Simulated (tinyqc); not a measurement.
# Pillar capacitor in an array: capacitance, non-linearity, leakage and relaxation: effects of single changes

A film between two metal electrodes, each interface adding a series capacitance ci. The small-signal permittivity is ek (1 + aq E^2); the field is found with the linear permittivity. Leakage J = J0 sinh(E/Ef). After a voltage step the film passes a relaxation current kr C V tt^(-nr), tt being the time in seconds. The sidewall is a coaxial capacitor with radii a = dm/2 and b = dm/2 + t, depth AR dm; the end face is left out.

Values chosen for this exercise; permittivity of the order of that of silicon nitride:
- ek = 6.72 (relative permittivity of the film)
- t = 6.1 nm (film thickness)
- ci = 1000 uF/cm^2 (capacitance of each electrode interface (dead layer and screening))
- aq = 0.0022 cm^2/MV^2 (quadratic field coefficient of the permittivity)
- V = 0.9 V (bias)
- nr = 0.989 (exponent of the relaxation current)
- kr = 0.00075 (strength of the relaxation)
- J0 = 4.2e-11 A/cm^2 (leakage prefactor)
- Ef = 0.41 MV/cm (field for an e-fold rise of the leakage)
- AR = 50 (aspect ratio, depth over diameter)
- pt = 77 nm (pitch of the square array)
- rho = 1700 uohm cm (resistivity of the inner electrode)
- t0 = 2e-8 s (duration of the write pulse)

Constants: eps0 = 8.8541878128e-14 F/cm where lengths are in cm. Results are converted to the units shown.

Each table varies one quantity; the others keep the values above.

## Capacitance, non-linearity and leakage against thickness

Planar film: Cf = eps0 ek/t, 1/C = 1/Cf + 2/ci, EOT = 3.9 eps0/C, effective permittivity C t/eps0, E = (V/t) C/Cf; quadratic coefficient [C(V)/C - 1]/V^2 with Cf (1 + aq E^2) in C(V).

Capacitance, non-linearity and leakage against thickness:
```
t (nm)  C (uF/cm^2)  EOT (nm)  effective permittivity  E (MV/cm)  quadratic coefficient (ppm/V^2)  J (A/cm^2)
2.5           2.369     1.458                   6.688      3.583                          3.470e4    1.311e-7
3.7           1.603     2.154                   6.698      2.425                          1.592e4    7.772e-9
5.5           1.079     3.199                   6.705      1.633                             7226    1.126e-9
8.2          0.7246     4.766                   6.710      1.096                             3258   3.027e-10
12           0.4953     6.971                   6.713     0.7493                             1523   1.272e-10
18           0.3303     10.45                   6.716     0.4997                            677.7   6.483e-11
27           0.2203     15.68                   6.717     0.3332                            301.4   3.801e-11
40           0.1487     23.22                   6.718     0.2249                            137.4   2.422e-11
60          0.09915     34.83                   6.719     0.1500                            61.07   1.571e-11
```

C falls from 2.37 to 0.0991 uF/cm^2 while the effective permittivity goes from 6.69 to 6.72 (ek = 6.72). EOT is a straight line in t with slope 3.9/ek = 0.580 and intercept 0.00691 nm. The quadratic coefficient goes as t^(-1.99) between the first two rows and t^(-2.00) between the last two (-2 without interfaces), and J falls by 3.92 decades. For t = 2.5, 3.7 direct tunnelling, left out, would add to the leakage.

## Cell against the diameter of the pillar

Per length 1/c = ln(b/a)/(2 pi eps0 ek) + (1/a + 1/b)/(2 pi ci); cell capacitance c AR dm; per footprint over pt^2; fields c V/(2 pi eps0 ek r) at r = a and b; resistance of the inner electrode rho AR dm/(pi a^2); time constant R C/3 of the distributed line. The pitch is scaled as pt dm/(34 nm).

Cell against the diameter of the pillar:
```
dm (nm)  cell capacitance (fF)  per footprint (uF/cm^2)  field at a (MV/cm)  field at b (MV/cm)  R (kohm)  R C/3 (ps)
16                      0.5266                    40.11               1.981               1.124     67.64       11.87
21                      0.8553                    37.81               1.868               1.181     51.54       14.69
28                       1.444                    35.92               1.774               1.236     38.65       18.61
38                       2.546                    34.38               1.698               1.285     28.48       24.17
51                       4.436                    33.25               1.642               1.325     21.22       31.38
68                       7.688                    32.42               1.601               1.357     15.92       40.78
91                       13.49                    31.77               1.569               1.384     11.89       53.50
120                      23.12                    31.31               1.546               1.403     9.019       69.51
```

Read the table: what changes, and by how much?

As dm goes from 16 to 120, the cell capacitance rises from 0.527 to 23.1 fF, the capacitance per footprint falls from 40.1 to 31.3 uF/cm^2, the ratio of the two fields falls from 1.76 to 1.10 and R C/3 rises from 11.9 to 69.5 ps; the time constant goes as dm^(0.78) between the first two rows and dm^(0.95) between the last two.

## Charge lost after writing

Planar film: Cf = eps0 ek/t, 1/C = 1/Cf + 2/ci, EOT = 3.9 eps0/C, effective permittivity C t/eps0, E = (V/t) C/Cf. A capacitor written for t0 and then left open loses, as a share of C V, kr (tt^(1 - nr) - t0^(1 - nr))/(1 - nr) by relaxation and J tt/(C V) by leakage; both are taken as small, and rows far outside that range are left out.

The same in every row: leakage current (nA/cm^2) = 0.7615.

Results:
```
tt (s)  relaxation current (nA/cm^2)  loss by relaxation (%)  loss by leakage (%)  total loss (%)
1e-6                         5.645e5                  0.2467             8.692e-8          0.2467
1e-5                         5.790e4                  0.3969             8.692e-7          0.3969
0.0001                          5938                  0.5510             8.692e-6          0.5510
0.001                          609.0                  0.7091             8.692e-5          0.7092
0.01                           62.47                  0.8712             8.692e-4          0.8720
0.1                            6.407                   1.037             0.008692           1.046
10                           0.06740                   1.383               0.8692           2.252
```

Estimate the missing row, tt = 1 s.

Computed row:
```
tt (s)  relaxation current (nA/cm^2)  loss by relaxation (%)  loss by leakage (%)  total loss (%)
1                             0.6571                   1.208              0.08692           1.295
```

With this row back in the table: The two currents are equal at tt = 0.861 s. The loss by relaxation grows from 0.247 to 1.38 %, by 0.150 points over the first decade and 0.175 over the last, while the loss by leakage grows tenfold a decade. Relaxation is the larger loss in every row.

tinyqc, about 0.01 s, one thread, Intel Xeon 2.30GHz (shared host): `OMP_NUM_THREADS=1 python tinyqc.py 2102109 2102110 out.jsonl`
